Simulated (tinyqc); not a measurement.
Concentration-dependent dopant diffusion with charged defects and the built-in field: one step, computed by the program tinyqc.

A constant source C_s feeds a half space. The dopant moves through neutral point defects and through charged ones, whose number grows with the majority carrier density n.

Problem. Diffusivity at the surface. n = C/2 + sqrt(C^2/4 + n_i^2); D(C) = h [Dx + D1 (n/n_i)], h = 1.

Inputs (values chosen for the exercise, modelled on antimony in silicon): surface concentration C_s = 1.7e+20 1/cm^3; temperature T = 975 C.

Field enhancement: off.

n_i = 6.188508e+18 1/cm^3

partial diffusivities (cm^2/s): Dx 3.546804e-16, D1 4.189139e-16

intrinsic diffusivity D_i = 7.735943e-16 cm^2/s

Give: n/n_i; field factor h; surface diffusivity D_s; enhancement D_s/D_i.

Solution.

n/n_i = 27.507

field factor h = 1

surface diffusivity D_s = 1.1878e-14 cm^2/s

enhancement D_s/D_i = 15.354

C_s is 27.5 times n_i: diffusion is extrinsic near the surface. At such a C_s dopants can cluster or exceed their solubility, which the model leaves out. Caution: the built-in field is switched off although C_s exceeds n_i; with it D_s would be larger by the factor 1 + C_s/sqrt(C_s^2 + 4 n_i^2).
